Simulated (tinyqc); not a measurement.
Stretching all distances: RHF, UHF, MP2, CISD and CCSD against full CI in the sto-3g basis, for H3+, spin multiplicity 1. Computed by the program tinyqc with PySCF. All coordinates are multiplied by the scale. c0^2 is the weight of the RHF determinant in the lowest singlet FCI state (UHF is spin-contaminated and may lie near states of higher spin) and n(LUMO) the first natural occupation beyond the occupied space.

Geometry (angstrom):

| atom | x | y | z |
|---|---|---|---|
| H | 0.0000 | 0.0000 | 0.0000 |
| H | 0.0000 | 0.0000 | 0.7960 |
| H | 0.0000 | 0.0000 | -0.7960 |

Full CI energy (hartree) and errors against it (kcal/mol):

| scale | distance 1-2 (angstrom) | E(FCI) | RHF | UHF | MP2 | CISD | CCSD | <S^2> UHF | c0^2 | n(LUMO) |
|---|---|---|---|---|---|---|---|---|---|---|
| 0.920 | 0.732 | -1.21184 | 15.264 | 15.264 | 4.857 | 0.000 | 0.000 | 0.000 | 0.981 | 0.034 |
| 1.120 | 0.892 | -1.23513 | 19.415 | 19.415 | 6.340 | 0.000 | 0.000 | 0.000 | 0.970 | 0.052 |
| 1.330 | 1.059 | -1.21466 | 24.322 | 23.994 | 7.942 | 0.000 | 0.000 | 0.108 | 0.955 | 0.076 |
| 1.530 | 1.218 | -1.17821 | 29.870 | 24.201 | 9.585 | 0.000 | 0.000 | 0.405 | 0.937 | 0.103 |
| 1.740 | 1.385 | -1.13500 | 36.972 | 21.572 | 11.466 | 0.000 | 0.000 | 0.607 | 0.911 | 0.138 |
| 1.940 | 1.544 | -1.09559 | 45.061 | 18.395 | 13.242 | 0.000 | 0.000 | 0.735 | 0.880 | 0.177 |
| 2.150 | 1.711 | -1.05946 | 54.729 | 15.339 | 14.654 | 0.000 | 0.000 | 0.826 | 0.842 | 0.223 |
| 2.350 | 1.871 | -1.03108 | 64.595 | 12.998 | 14.978 | 0.000 | 0.000 | 0.884 | 0.804 | 0.268 |

What does the comparison show, and why?

UHF parts from RHF first at scale 1.33 of those listed, where <S^2> leaves zero. The weight c0^2 goes from 0.98 to 0.80 and n(LUMO) from 0.03 to 0.27: static correlation grows as the bonds break into open-shell fragments. The spread of the error along the curve, which distorts its shape, is CISD 0.0, CCSD 0.0, MP2 10.1, UHF 11.2, RHF 49.3 kcal/mol. With two electrons CISD and CCSD are exact.
